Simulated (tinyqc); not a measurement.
Worked calculation: inversion-layer mobility, back-scattering and ballistic limit of a field-effect transistor. Computed by tinyqc, a small Python program that keeps every step. Command: `OMP_NUM_THREADS=1 python tinyqc.py 3022288 3022289 out.jsonl mos walk`. One thread of a shared host (Intel(R) Xeon(R) Processor @ 2.30GHz), about 0.01 s of CPU time with the checks. Intermediate numbers are printed to about 7 digits and carried at full precision; extremes and crossings named in words are read from the listed rows.

The charge at the top of the source barrier is fixed by the gate; series resistance and short-channel effects are left out. F_j are Fermi integrals normalised to exp(eta) in the classical limit.

Inputs (values chosen for the exercise, modelled on a germanium p-channel): transport mass m = 0.19 m_0; valley degeneracy g_v = 1; weight w of the inversion charge = 0.333; permittivity eps = 16; phonon mobility at 1 MV/cm and 300 K, mu_ph = 280 cm^2/(V s); roughness mobility at 1 MV/cm, mu_sr = 280 cm^2/(V s); Coulomb mobility at N_inv = 1e12/cm^2, mu_C = 540 cm^2/(V s); electrical oxide thickness t_inv = 5.2 nm; depletion charge N_dep = 7.4e+11 1/cm^2; gate overdrive V_G - V_T = 0.52 V; drain voltage V_D = 0.54 V; channel length L = 900 nm; exponent a of the critical length = 0.63; temperature T = 300 K.

Statistics at the top of the barrier: Fermi-Dirac.

Constants: eps_0 = 8.8541878128e-12 F/m; e = 1.602176634e-19 C; m_0 = 9.1093837015e-31 kg; k_B = 1.380649e-23 J/K; hbar = 1.054571817e-34 J s; k_B = 8.617333262e-05 eV/K.

## Charge and field

N_inv = 3.9 eps_0 (V_G - V_T)/(e t_inv); effective field E_eff = e (N_dep + w N_inv)/(eps eps_0).

inversion density N_inv = 2.155276e+12 1/cm^2

effective field E_eff = 0.1648587 MV/cm

## Effective mobility

mu_phonon = mu_ph (E_eff/1 MV/cm)^(-0.3) (T/300 K)^(-1.75); mu_rough = mu_sr (E_eff/1 MV/cm)^(-2); mu_Coulomb = mu_C (N_inv/1e12 cm^-2) (T/300 K); Matthiessen's rule adds 1/mu.

phonon part = 480.8664 cm^2/(V s)

roughness part = 10302.30 cm^2/(V s)

Coulomb part = 1163.849 cm^2/(V s)

effective mobility mu = 329.3956 cm^2/(V s)

The phonon part is the lowest and holds 69 % of 1/mu.

## Ballistic limit

F_j(eta) = (1/Gamma(j + 1)) int_0^infinity x^j/(1 + exp(x - eta)) dx, F_0 = ln(1 + exp(eta)). Integrals over x = E/(k_B T) use 160 Gauss-Legendre points in u = sqrt(x) from 0 to sqrt(max(eta, 0) + 32). Ballistic channel: N_2D = g_v m k_B T/(pi hbar^2), U = e V_D/(k_B T); eta_F solves N_inv = (N_2D/2)[F_0(eta_F) + F_0(eta_F - U)]; v_T = sqrt(2 k_B T/(pi m)); I/W = e (N_2D/2) v_T [F_1/2(eta_F) - F_1/2(eta_F - U)]; injection velocity v_T F_1/2(eta_F)/F_0(eta_F).

N_2D = 2.051847e+12 1/cm^2

eta_F = 1.970301

thermal velocity v_T = 1.234301 1e7 cm/s

injection velocity = 1.633590 1e7 cm/s

ballistic current I/W = 564.1004 microampere/micrometre

Degeneracy raises the injection velocity by a factor 1.32.

## Back-scattering

Mean free path lambda = (2 k_B T/e)(mu/v_T) F_0(eta_0)/F_-1/2(eta_0), with eta_0 from N_inv = N_2D F_0(eta_0); critical length l = L (1 + U)^(-a), an empirical rule; back-scattering r = l/(l + lambda). Then eta solves N_inv = (N_2D/2)[(1 + r) F_0(eta) + (1 - r) F_0(eta - U)] and I/W = e (N_2D/2) v_T (1 - r)[F_1/2(eta) - F_1/2(eta - U)]. Ballistic ratio: I over the ballistic current. Apparent mobility 1/(1/mu + 1/mu_B), mu_B = mu L/lambda.

eta_0 = 0.6199403

mean free path lambda = 16.86515 nm

critical length l = 128.7986 nm

back-scattering coefficient r = 0.8842186

current I/W = 30.61395 microampere/micrometre

ballistic ratio = 0.05427039

apparent low-field mobility = 323.3366 cm^2/(V s)

L/lambda = 53.36, but at this drain voltage only the first 129 nm can return a carrier to the source, so the device works at 5 % of its ballistic limit.

## Channel length

The last column is the long-channel law e N_inv mu V/L with V = V_D - V_D^2/(2 V_ov) below pinch-off and V_ov/2 above, V_ov = V_G - V_T.

Currents (microampere/micrometre):
```
L (nm)          r       I/W  ballistic ratio  long-channel law
5       0.0407008  514.8951        0.9127720          5914.724
10      0.0782180  473.5128        0.8394123          2957.362
20      0.1450875  407.8176        0.7229520          1478.681
40      0.2534086  319.0364        0.5655666           739.341
80      0.4043512  222.0651        0.3936624           369.670
160     0.5758548  137.9941        0.2446269           184.835
400     0.7724277   64.5664        0.1144591            73.934
1000    0.8945761   27.7005        0.0491055            29.574
```

The current scales as L^-0.92 at the long end and as L^-0.12 at the short end, where it reaches 91 % of the ballistic 564. The long-channel law passes the ballistic limit between 40.0 and 80.0 nm and has no meaning below. At 1000 nm the model gives 0.94 times the long-channel law. Raising mu by 10 % at 20 nm raises I by 2.6 %.

## The mobility curve

The formulas are those given above.

Mobilities (cm^2/(V s)):
```
V_G - V_T (V)  N_inv (1/cm^2)  E_eff (MV/cm)    phonon  roughness   Coulomb     total
0.03             1.243429e+11      0.0883728  579.7790   35852.63    67.145   60.0752
0.06             2.486857e+11      0.0930556  570.8675   32335.02   134.290  108.3517
0.12             4.973714e+11      0.1024212  554.6781   26691.82   268.581  179.7401
0.20             8.289524e+11      0.1149087  535.8610   21205.67   447.634  241.1219
0.35             1.450667e+12      0.1383228  506.8622   14634.25   783.360  301.4038
0.50             2.072381e+12      0.1617368  483.6323   10703.85  1119.086  327.3647
0.75             3.108572e+12      0.2007603  453.2676    6947.08  1678.629  339.4581
1.00             4.144762e+12      0.2397837  429.7463    4869.88  2238.171  335.6728
1.50             6.217143e+12      0.3178306  394.9111    2771.83  3357.257  313.3961
```

The lowest part is Coulomb from 0.0300 to 0.200, phonon from 0.350 to 1.50 V. The total peaks at 339 near E_eff = 0.20 MV/cm: screening lifts it at low density and the field presses it down at high density.

Checks made by the program: long channel and small V_D against the drift formula e N mu V_D/L (relative difference 1e-04).
